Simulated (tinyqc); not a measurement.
Energy against buckling: buckled dimers of a reconstructed (001) surface, two dangling bonds a dimer.

In a dimer one atom moves up by z and the other down by z; the dangling bond of the up atom (more s-like) falls by gm z and that of the down atom rises by gm z. With all dimers tilted alike: H(k) = [[-gm z - 2 ta cos k, -tp - 2 tx cos k], [., gm z - 2 ta cos k]], k along the row in 1/a. Two electrons a dimer fill the lowest N of the 2N levels on the mesh k_j = (j + 1/2) pi/N. Total energy a dimer: W(z) = (2/N) sum of the filled levels + kf z^2. Repulsion between electrons is left out.

Parameters, chosen for this exercise (of the size met on Si(001); the results hold for these values, not for the real material):
```
symbol  value  unit           meaning
tp      0.33   eV             pi coupling inside a dimer
ta      0.13   eV             coupling between like atoms along the row
tx      0.07   eV             diagonal coupling along the row
gm      1.7    eV/angstrom    shift of a dangling bond with height
kf      5.1    eV/angstrom^2  force constant of buckling
N       12                    k points
```

W relative to z = 0; gap as lowest upper less highest lower level on 201 points from 0 to pi.

Per dimer (eV):
```
z (angstrom),band energy,elastic,W,gap
0.00,0.0000,0.0000,0.0000,0.1400
0.10,-0.0884,0.0510,-0.0374,0.2348
0.15,-0.1833,0.1148,-0.0685,0.3327
0.20,-0.2985,0.2040,-0.0945,0.4496
0.30,-0.5663,0.4590,-0.1073,0.7178
0.40,-0.8622,0.8160,-0.0462,1.0127
0.50,-1.1729,1.2750,0.1021,1.3223
0.60,-1.4924,1.8360,0.3436,1.6406
```

Give the missing row, z (angstrom) = 0.05.

Computed row:
```
z (angstrom)  band energy  elastic        W     gap
0.05              -0.0236   0.0127  -0.0108  0.1658
```

W is lowest at z = 0.3 among these rows (-0.1073 eV). The band energy falls as z^2 at first and linearly, as -2 gm z, once gm z is far above tp, so the elastic term always wins at large z. The gap is open at all z.

Computed by tinyqc, a small Python program: `OMP_NUM_THREADS=1 python tinyqc.py 1481746 1481747 out.jsonl` (the numbers bound the seed that draws the inputs); one thread of a shared host (Intel(R) Xeon(R) Processor @ 2.30GHz), about 0.04 s for the whole set of steps.
